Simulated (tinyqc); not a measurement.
Inside a calculation. Model: bias-temperature instability, empirical power law with universal recovery.

Numbers from tinyqc (`OMP_NUM_THREADS=1 python tinyqc.py 2070142 2070143 out.jsonl`; about 0.01 s on one thread of a shared Intel Xeon 2.30GHz). Printed values are rounded.

Threshold-voltage shift at the end of a stress: dV = A (V/V0)^g exp[-(Ea q/kB)(1/T - 1/T0)] (t/1 s)^n. After a delay tr the permanent share pp stays and the rest falls by r = 1/(1 + B (tr/t)^be). An empirical model: its parameters are fits, not properties.

Values chosen for this exercise:
- V0 = 1.5 V (reference stress voltage)
- T0 = 398 K (reference temperature)
- A = 4.1 mV (shift after 1 s at V0 and T0)
- n = 0.13 (time exponent)
- g = 3.5 (voltage exponent)
- Ea = 0.19 eV (apparent activation energy of the shift)
- pp = 0.17 (permanent share)
- B = 1.7 (recovery scale)
- be = 0.17 (recovery dispersion)
- V = 0.96 V (use voltage)
- T = 358 K (use temperature)
- dc = 50 mV (failure criterion)
- tr = 1e-5 s (delay before the measurement)

Constants: q = 1.602176634e-19 C, kB = 1.380649e-23 J/K. Results are converted to the units shown.

## Shift and lifetime at use conditions

The lifetime solves dV = dc; ten years are 3.15576e8 s.

voltage factor = 0.209715
temperature factor = 0.538495
shift after ten years = 5.89493 mV
lifetime = 1.388e8 years
largest voltage for ten years = 1.76829 V

The device passes: the shift at ten years is below dc. A lifetime beyond 100 years is a far extrapolation of the power law. In time the voltage exponent is g/n = 26.9 and the activation energy Ea/n = 1.46 eV.

## What a delayed measurement sees

t, point 0 to 2 (s): [10, 100, 1000]

At V0 and T0, measured shift = dV [pp + (1 - pp) r]; the apparent exponent is the slope of ln(shift) against ln t between the first and last point.

```
point,dV (mV),share left,measured (mV)
0,5.53075,0.884071,4.88958
1,7.46077,0.917909,6.84831
2,10.0643,0.942662,9.48724
```

apparent n = 0.143934

The delay hides 5.73 % of the last shift and raises the exponent from 0.13 to 0.144, since short stresses recover by a larger share.
